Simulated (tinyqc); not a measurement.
Alloy A(1-x)B(x) by interpolation with bowing: one step. Shares of the electrons in the valleys. Four cases, with inputs chosen for the exercise.

Task: Non-degenerate: n_i proportional to md_i^(3/2) exp(-E_i/kT).

Constants: kB = 8.617333262e-05 eV/K.

Give: md^(3/2); (E - E_min)/kT; shares.

Case 1.

Values chosen (out of a larger set: A near InSb, B near InAs; not measured data): md = (0.0096, 0.73, 0.5) m0 (density-of-states masses of Gamma, all X and all L valleys); T = 300 K (temperature).

gaps (eV): Gamma 0.161290, X 0.869672, L 0.843850

Result:

md^(3/2): Gamma 0.0009, X 0.6237, L 0.3536

(E - E_min)/kT: Gamma 0.00, X 27.40, L 26.40

shares: Gamma 1.000, X 0.000, L 0.000

Gamma holds most electrons (100.0 %).

Case 2.

Values chosen (out of a larger set: A near AlAs, B near GaAs; not measured data): md = (0.0779, 0.81, 0.67) m0 (density-of-states masses of Gamma, all X and all L valleys); T = 300 K (temperature).

gaps (eV): Gamma 1.700501, X 2.015011, L 1.930160

Result:

md^(3/2): Gamma 0.0217, X 0.7290, L 0.5484

(E - E_min)/kT: Gamma 0.00, X 12.17, L 8.88

shares: Gamma 0.996, X 0.000, L 0.003

Gamma holds most electrons (99.6 %).

Case 3.

Values chosen (out of a larger set: A near InAs, B near InSb; not measured data): md = (0.0119, 0.7, 0.63) m0 (density-of-states masses of Gamma, all X and all L valleys); T = 300 K (temperature).

gaps (eV): Gamma 0.204177, X 0.945640, L 0.919827

Result:

md^(3/2): Gamma 0.0013, X 0.5857, L 0.5000

(E - E_min)/kT: Gamma 0.00, X 28.68, L 27.68

shares: Gamma 1.000, X 0.000, L 0.000

Gamma holds most electrons (100.0 %).

Case 4.

Values chosen (out of a larger set: A near InP, B near GaP; not measured data): md = (0.082, 0.92, 0.55) m0 (density-of-states masses of Gamma, all X and all L valleys); T = 400 K (temperature).

gaps (eV): Gamma 1.562339, X 2.322817, L 2.001980

Result:

md^(3/2): Gamma 0.0235, X 0.8824, L 0.4079

(E - E_min)/kT: Gamma 0.00, X 22.06, L 12.75

shares: Gamma 1.000, X 0.000, L 0.000

Gamma holds most electrons (100.0 %).

Computed by tinyqc, one run a case: `OMP_NUM_THREADS=1 python tinyqc.py N N+1 out.jsonl` with N = 1081078, 1081135, 1081163, 1081237; one thread of a shared Intel(R) Xeon(R) Processor @ 2.30GHz, about 0.01 s a run at most.
